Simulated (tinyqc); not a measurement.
Stretching all distances: RHF, UHF, MP2, CISD and CCSD against full CI in the sto-3g basis, for HeH+, spin multiplicity 1. Computed by the program tinyqc with PySCF. 

Geometry (angstrom):

| atom | x | y | z |
|---|---|---|---|
| He | 0.0000 | 0.0000 | 0.0000 |
| H | 0.0000 | 0.0000 | 0.7030 |

All coordinates are multiplied by the scale. c0^2 is the weight of the RHF determinant in the lowest singlet FCI state (UHF is spin-contaminated and may lie near states of higher spin) and n(LUMO) the first natural occupation beyond the occupied space.

Full CI energy (hartree) and errors against it (kcal/mol):

| scale | distance 1-2 (angstrom) | E(FCI) | RHF | UHF | MP2 | CISD | CCSD | <S^2> UHF | c0^2 | n(LUMO) |
|---|---|---|---|---|---|---|---|---|---|---|
| 0.9600 | 0.6749 | -2.819542 | 6.1977 | 6.1977 | 1.5747 | 0.0000 | 0.0000 | 0.0000 | 0.9958 | 0.0081 |
| 1.1300 | 0.7944 | -2.854890 | 5.9699 | 5.9699 | 1.4694 | 0.0000 | 0.0000 | 0.0000 | 0.9953 | 0.0088 |
| 1.2900 | 0.9069 | -2.862676 | 5.3311 | 5.3311 | 1.2103 | 0.0000 | 0.0000 | 0.0000 | 0.9952 | 0.0086 |
| 1.4600 | 1.0264 | -2.858709 | 4.3316 | 4.3316 | 0.8363 | 0.0000 | 0.0000 | 0.0000 | 0.9957 | 0.0075 |
| 1.6200 | 1.1389 | -2.850430 | 3.2735 | 3.2735 | 0.4818 | 0.0000 | 0.0000 | 0.0000 | 0.9965 | 0.0058 |
| 1.7900 | 1.2584 | -2.840715 | 2.2220 | 2.2220 | 0.1846 | 0.0000 | 0.0000 | 0.0000 | 0.9975 | 0.0040 |
| 1.9600 | 1.3779 | -2.831940 | 1.3780 | 1.3780 | 0.0053 | 0.0000 | 0.0000 | 0.0000 | 0.9984 | 0.0025 |
| 2.1200 | 1.4904 | -2.825188 | 0.8123 | 0.8123 | -0.0668 | 0.0000 | 0.0000 | 0.0000 | 0.9991 | 0.0014 |
| 2.2900 | 1.6099 | -2.819700 | 0.4285 | 0.4285 | -0.0779 | 0.0000 | 0.0000 | 0.0000 | 0.9995 | 0.0007 |

UHF stays equal to RHF over this range. The weight c0^2 goes from 1.00 to 1.00 and n(LUMO) from 0.01 to 0.00: one determinant still serves, as it does when a bond breaks into closed-shell fragments or is not yet far stretched. The spread of the error along the curve, which distorts its shape, is CISD 0.0, CCSD 0.0, MP2 1.7, RHF 5.8, UHF 5.8 kcal/mol. Below FCI somewhere: MP2, as non-variational methods may be. With two electrons CISD and CCSD are exact.
